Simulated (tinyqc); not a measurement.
Size effects in the resistivity of thin metal films and interconnect lines: one step, computed by the program tinyqc.

Electrons lose their drift at surfaces (a share 1 - p of the hits) and at grain boundaries (reflection R), besides bulk scattering. The line sits in a trench with a non-conducting liner on both walls and the bottom; the spacing equals the drawn width.

Task: Metal cross-section. Metal width w_m = w - 2t, height h_m = (aspect ratio) w - t, grain size D = (ratio) w_m.

Inputs (values chosen for the exercise, modelled on aluminium):

| quantity | value | unit |
|---|---|---|
| drawn line width w | 12 | nm |
| grain size over metal width | 2.4 | - |
| aspect ratio (height over width) | 1.2 | - |
| liner thickness t | 0.9 | nm |

Geometry: line.

Give: metal width w_m; metal height h_m; grain size D; share of the trench filled by metal.

Result:

metal width w_m = 10.2 nm

metal height h_m = 13.5 nm

grain size D = 24.48 nm

share of the trench filled by metal = 79.6875 %
